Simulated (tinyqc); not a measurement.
# Worked calculation: resistance of a tapered via with liner, size effect and interface

Computed by the program tinyqc: `OMP_NUM_THREADS=1 python tinyqc.py 2750158 2750159 out.jsonl`, one thread of a shared Intel Xeon 2.30GHz, about 0.01 s for the whole run. Printed values are rounded.

A round via whose diameter grows from db at the bottom as D(z) = db + 2 z/tan(ang). The fill, of diameter D - 2 tl, starts above the bottom liner (thickness fb tl) and has rho = rho0 (1 + ks lam/(D - 2 tl)); the sidewall liner conducts in parallel with it. The bottom liner and the interface are crossed over the full area pi db^2/4. Spreading in the lines above and below is left out.

Values chosen for this exercise; fill metal close to ruthenium: diameter at the bottom db = 11 nm; height hv = 43 nm; sidewall angle ang = 85 degrees; bulk resistivity of the fill rho0 = 7.86 uohm cm; mean free path of the fill lam = 6.67 nm; size-effect factor ks = 0.7; liner on the sidewall tl = 0.3 nm; liner at the bottom over that on the sidewall fb = 0.7; resistivity of the liner rl = 310 uohm cm; interface resistivity at the bottom ri = 1.4e-12 ohm cm^2; ballistic conductance per area, about 3/(4 rho0 lam) Sb = 1.5e15 S/m^2.

## Slices of the via

Slices between z0 = fb tl and hv, evaluated at their midpoints: conductance per length pi/4 [(D - 2 tl)^2/rho + (D^2 - (D - 2 tl)^2)/rl], slice resistance = slice height over that. 6 slices.

```
slice   z (nm)   D (nm)  rho (uohm cm)  slice resistance (ohm)
0      3.77583  11.6607        11.1779                 8.26335
1      10.9075  12.9086        10.8415                 6.47534
2      18.0392  14.1564        10.5671                 5.20508
3      25.1708  15.4043        10.3389                 4.27171
4      32.3025  16.6522        10.1462                 3.56659
5      39.4342  17.9001        9.98128                 3.02138
```

## Total resistance

R_fill = sum of the slices; R_bottom = rl fb tl/(pi db^2/4); R_interface = ri/(pi db^2/4); ballistic (Sharvin) limit 1/(Sb pi (db - 2 tl)^2/4); ideal cylinder rho0 hv/(pi db^2/4).

parts (ohm): fill 30.8034, bottom liner 6.85024, interface 1.47317
R = 39.1269 ohm
shares (%): fill 78.7271, bottom liner 17.5078, interface 3.7651
ballistic limit = 7.84788 ohm
ideal cylinder = 35.5644 ohm

The fill is the largest part, and R is 1.10 times the ideal cylinder. With 2000 slices R = 39.217 ohm.
